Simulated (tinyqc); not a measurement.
# Changing the junction spring k_b

Model: phonon transmission through an interface between two chains by Green functions. Computed by tinyqc, a small Python program. Command: `OMP_NUM_THREADS=1 python tinyqc.py 3007654 3007655 out.jsonl agf sweep`. One thread of a shared host (Intel(R) Xeon(R) Processor @ 2.30GHz), about 0.02 s of CPU time with the checks.

Two semi-infinite chains (masses m_1, m_2; springs k_1, k_2), motion along the chain. The central region holds the end atom of each chain and one interlayer atom of mass m_b, joined by springs k_b. lambda = omega^2 in eV/(angstrom^2 u); nu = 15.6333042 THz x sqrt(lambda).

Inputs (values chosen for the exercise, for two model chains):

| quantity | value | unit |
|---|---|---|
| mass m_1 | 58.4 | u |
| spring k_1 | 11.1 | eV/angstrom^2 |
| mass m_2 | 34.2 | u |
| spring k_2 | 5.65 | eV/angstrom^2 |
| interlayer mass m_b | 36 | u |
| probe frequency / lower band top | 0.83 | - |
| temperature T | 200 | K |

Atoms in the interlayer: one.

Constants: nu for 1 eV/(angstrom^2 u) = 15.6333042 THz; h x 1 THz = 4.135667696 meV; k_B = 8.617333262e-05 eV/K; k_B = 1.380649e-23 J/K; h = 6.62607015e-34 J s.

Method:
- nu_max = 15.6333042 THz x 2 sqrt(k/m); impedance Z = sqrt(k m); long-wave transmission 4 Z_1 Z_2/(Z_1 + Z_2)^2; the probe frequency is the given share of the lower band top.
- In chain i, sin(q_i a/2) = nu/nu_max,i. An outgoing wave makes the next atom move as exp(i q_i a) times the end atom, so the lead adds the self-energy Sigma_i = -k_i exp(i q_i a) to the force-constant matrix; Gamma_i = -2 Im Sigma_i = 2 k_i sin(q_i a).
- A = lambda M - K - Sigma over the central atoms, with K_ii the sum of the springs at i, K_(i,i+1) = -k_b; G = inverse of A; transmission = Gamma_1 Gamma_2 |G_(first,last)|^2.
- Landauer conductance G = k_B int tau(nu) x^2 e^x/(e^x - 1)^2 d nu, x = h nu/(k_B T), from 0 to the lower band top (240 Gauss-Legendre points in s from 0 to 1, nu = nu_top sin(pi s/2)); tau is the transmission, and its thermal mean is G over the value for tau = 1 in the same window; the quantum is g_0 = pi^2 k_B^2 T/(3 h).

One run for each value:

| junction spring k_b (eV/angstrom^2) | conductance G (pW/K) | thermal mean of the transmission | transmission | long-wave transmission |
|---|---|---|---|---|
| 0.47 | 15.5 | 0.1107 | 2.043e-06 | 0.9137 |
| 0.88 | 28.0 | 0.1997 | 3.166e-05 | 0.9137 |
| 1.70 | 50.3 | 0.3588 | 7.373e-04 | 0.9137 |
| 3.10 | 81.4 | 0.5812 | 2.390e-02 | 0.9137 |
| 5.90 | 122.7 | 0.8759 | 7.787e-01 | 0.9137 |
| 11.00 | 129.5 | 0.9244 | 9.423e-01 | 0.9137 |
| 21.00 | 108.9 | 0.7774 | 6.242e-01 | 0.9137 |
| 40.00 | 90.0 | 0.6424 | 3.080e-01 | 0.9137 |

Describe and explain the trends.

Over the rows, conductance G (pW/K) goes from 15.5 through a maximum among these rows, 130 at 11.0, to 90.0; thermal mean of the transmission goes from 0.111 through a maximum among these rows, 0.924 at 11.0, to 0.642; transmission goes from 2.04e-6 through a maximum among these rows, 0.942 at 11.0, to 0.308. At the low end the exponent of conductance G is 0.94, close to 1: weak bonding, where the range of frequencies let through shrinks with k_b. The exponent of long-wave transmission stays at 0: long waves do not see the junction. G is largest among these rows at k_b = 11, against k_1 = 11.1 and k_2 = 5.65; weak bonds reflect all but the longest waves and those near resonances of the interlayer. Left out: 0.130, 0.250 (the run failed its checks).

Extremes, crossings and ranges named in words are read from the listed rows.
